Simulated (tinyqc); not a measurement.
Grain-boundary trapping model (Seto) of a polycrystalline semiconductor film: one step, computed by the program tinyqc. Command: `OMP_NUM_THREADS=1 python tinyqc.py 3009061 3009062 out.jsonl poly walk`. One thread of a shared host (Intel(R) Xeon(R) Processor @ 2.30GHz), about 0.01 s of CPU time with the checks.

Grains of equal size L are joined by thin boundaries with one trap level. Trapped carriers deplete a width W on each side and raise a barrier, crossed by thermionic emission. Dopants are fully ionised, statistics are non-degenerate and mu_g does not depend on T.

Problem. Activation energy. N_c(T) = N_c (T/300 K)^(3/2). Filled traps Q = Q_t/(1 + (1/2) exp((E_t* - E_F)/k_B T)), where E_t* = e V_B - E_t and E_F are counted from the band edge at the grain centre. Partial depletion: Q = 2 N W, V_B = e N W^2/(2 eps eps_0), E_F = k_B T ln(N/N_c); solve for W. If that W would exceed L/2 the grain is fully depleted: W = L/2, Q = N L, and E_F follows from the trap equation. Centre density n_0 = N_c exp(E_F/k_B T). Boundary: sigma_b = L e^2 n_0 exp(-e V_B/k_B T)/sqrt(2 pi m k_B T); drift through the grain, depleted parts included: rho_g = [(1 - 2W/L) + (2W/L) int_0^1 exp(y^2 s^2) ds]/(e n_0 mu_g); rho = 1/sigma_b + rho_g. Mean carrier density n_av = n_0 [(1 - 2W/L) + (2W/L) (sqrt(pi)/2) erf(y)/y], y = sqrt(e V_B/k_B T); effective mobility 1/(e n_av rho). E_a = d ln(rho)/d(1/k_B T) from T - 5 K and T + 5 K; temperature coefficient d ln(rho)/dT.

Inputs (values chosen for the exercise, modelled on polycrystalline ZnO):
```
quantity                                     value        unit
permittivity eps                               8.3           -
effective mass m                              0.28         m_0
effective density of states at 300 K, N_c  3.8e+18      1/cm^3
grain size L                                    36          nm
trap density Q_t                           5.3e+12      1/cm^2
trap level E_t below the band edge            0.52          eV
doping N                                   1.8e+17      1/cm^3
mobility inside the grains mu_g                110  cm^2/(V s)
temperature T                                  250           K
```

Grain interior: resistance included.

Constants: k_B = 8.617333262e-05 eV/K; e = 1.602176634e-19 C; eps_0 = 8.8541878128e-12 F/m; m_0 = 9.1093837015e-31 kg; k_B = 1.380649e-23 J/K.

Give: activation energy E_a; temperature coefficient.

Solution.

activation energy E_a = 0.53356 eV

temperature coefficient = -9.9107 %/K
